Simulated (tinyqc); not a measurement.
# CMOS latch-up, two-transistor model: effect of the temperature

A parasitic pnp (emitter at Vdd, base shunted by Rw) and npn (emitter at ground, base shunted by Rs) feed each other: the npn collector current flows out of the pnp base node, the pnp collector current into the npn base node. Forward-active transistors with constant gains: Icn = Isn exp(Vn/Vt), Icp = Isp (exp(Vp/Vt) - 1). A current Ii is injected into the npn base node.

Isn, Isp and Von are given at 300 K; the currents scale as T^3 exp(-1.12 V/Vt), Von falls by 1.5 mV/K, gains and resistances are fixed. Node equations: Vp/Rw + Icp/bp = Icn and Vn/Rs + Icn/bn = Icp + Ii. Loop gain G = gn gp/[(1/Rw + gp/bp)(1/Rs + gn/bn)], gn = Icn/Vt, gp = (Icp + Isp)/Vt; the off state ends where G = 1, and Ii there is the trigger current. On state with both base-emitter voltages at Von: npn base current Ib = (Von/Rs + bp Von/Rw)/(bn bp - 1), holding current Ih = (bn + 1) Ib + Von/Rs, holding voltage Vh = Vsat + Von + R2 (Ib + Von/Rs).

Parameters, values chosen for the exercise; values close to those of bulk CMOS:
```
symbol,value,unit,meaning
bn,23.9,,current gain of the npn
bp,3.7,,current gain of the pnp
Isn,7.1e-15,A,saturation current of the npn at the reference temperature
Isp,1.1e-15,A,saturation current of the pnp at the reference temperature
Rs,1200,ohm,substrate resistance shunting the npn
Rw,1000,ohm,well resistance shunting the pnp
R2,50,ohm,resistance from the pnp collector to the npn base
Von,0.69,V,base-emitter voltage in the on state
Vsat,0.17,V,saturation voltage
Vdd,2.5,V,supply voltage
```

Constants: q = 1.602176634e-19 C, kB = 1.380649e-23 J/K, Vt = kB T/q. Results are converted to the units shown.

Result of one run:
```
T (K)  Vn at trigger (V)  trigger current (mA)  Ih (mA)  Vh (V)
413               0.4187                0.3582    1.106  0.7135
```

What becomes of these results when the temperature T is changed from 413 to 443 K, all else the same?

Result of the changed run:
```
T (K)  Vn at trigger (V)  trigger current (mA)  Ih (mA)  Vh (V)
443               0.3529                0.2996    1.010  0.6665
```

The whole series:
```
T (K)  Vn at trigger (V)  trigger current (mA)  Ih (mA)  Vh (V)
233               0.7732                0.6717    1.679  0.9955
263               0.7183                0.6231    1.584  0.9485
293               0.6618                0.5732    1.488  0.9015
323               0.6037                0.5218    1.393  0.8545
353               0.5439                0.4690    1.297  0.8075
383               0.4823                0.4145    1.201  0.7605
413               0.4187                0.3582    1.106  0.7135
443               0.3529                0.2996    1.010  0.6665
```

As T goes from 233 to 443 K, the trigger current falls from 0.672 to 0.300 mA, Ih falls from 1.68 to 1.01 mA and Vh falls from 0.995 to 0.667 V. Vh exceeds the supply Vdd = 2.5 V, which then cannot sustain a latched state, in 0 of the 8 rows.

Numbers from tinyqc (`OMP_NUM_THREADS=1 python tinyqc.py 2670045 2670046 out.jsonl`; about 0.04 s on one thread of a shared Intel Xeon 2.30GHz).
